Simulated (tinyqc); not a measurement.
From results back to parameters: periodic multilayer mirror for extreme ultraviolet light. Three cases, with inputs chosen for the exercise.

Problem. With a mean index 1 - dm the Bragg wavelength is lam_B = 2 L sqrt((1 - dm)^2 - sin^2 theta). It is given at 0 degrees and at th2; L and dm are hidden. Then the absorber share is Gm = (dm - delta_S)/(delta_A - delta_S), with the first entries of dS and dA; L is the period.

Case 1.

Values chosen (out of a larger set: optical constants near those of Mo and Si at 13.5 nm; not measured data): th2 = 10 degrees (second angle); dA = (0.0765, 0.00606) (delta and beta of the absorber, N = 1 - delta + i beta); dS = (0.0012, 0.00181) (delta and beta of the spacer and the substrate).

lam_B at 0 = 13.645568 nm
lam_B at th2 = 13.423474 nm

Case 2.

Values chosen (out of a larger set: optical constants near those of Mo and Si at 13.5 nm; not measured data): th2 = 15 degrees (second angle); dA = (0.0769, 0.0069) (delta and beta of the absorber, N = 1 - delta + i beta); dS = (0.0008, 0.00184) (delta and beta of the spacer and the substrate).

lam_B at 0 = 13.641744 nm
lam_B at th2 = 13.140238 nm

Case 3.

Values chosen (out of a larger set: optical constants near those of Mo and Si at 13.5 nm; not measured data): th2 = 20 degrees (second angle); dA = (0.0738, 0.00595) (delta and beta of the absorber, N = 1 - delta + i beta); dS = (0.0011, 0.00193) (delta and beta of the spacer and the substrate).

lam_B at 0 = 13.305656 nm
lam_B at th2 = 12.450734 nm

Find: L; dm; Gm.

Solution. The difference of the squares is 4 L^2 sin^2(th2); then 1 - dm = lam_B(0)/(2 L).

Case 1.

L = 7.060 nm
dm = 0.0336
Gm = 0.43

Case 2.

L = 7.080 nm
dm = 0.0366
Gm = 0.47

Case 3.

L = 6.860 nm
dm = 0.0302
Gm = 0.40

Computed by tinyqc, one run a case: `OMP_NUM_THREADS=1 python tinyqc.py N N+1 out.jsonl` with N = 1681254, 1681310, 1681332; one thread of a shared Intel(R) Xeon(R) Processor @ 2.30GHz, about 0.01 s a run at most.
